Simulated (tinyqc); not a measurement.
Avalanche multiplication and breakdown of a junction from ionisation integrals: one step, computed by the program tinyqc. Command: `OMP_NUM_THREADS=1 python tinyqc.py 3029209 3029210 out.jsonl impact walk`. One thread of a shared host (Intel(R) Xeon(R) Processor @ 2.30GHz), about 0.01 s of CPU time with the checks.

Ionisation coefficients follow the local field. Position x runs through the depletion layer from the p side (x = 0), where electrons enter, to the n side (x = w), where holes enter. The built-in voltage is neglected.

Task: Coefficients at the critical field. alpha_n = a_n exp(-(b_n/F)^c), alpha_p = a_p exp(-(b_p/F)^c).

Inputs (values chosen for the exercise, modelled on GaAs):
```
quantity                 value  unit
electron prefactor a_n  205000  1/cm
electron field b_n      585000  V/cm
hole prefactor a_p      233000  1/cm
hole field b_p          660000  V/cm
exponent c                 1.8     -
```

Junction: p-i-n with uniform field.

critical field F_m = 0.3563393 MV/cm

Give: alpha_n; alpha_p; ratio k = alpha_p/alpha_n; shorter ionisation length.

Result:

alpha_n = 17854 1/cm

alpha_p = 11228 1/cm

ratio k = alpha_p/alpha_n = 0.6288

shorter ionisation length = 0.5601 micrometre
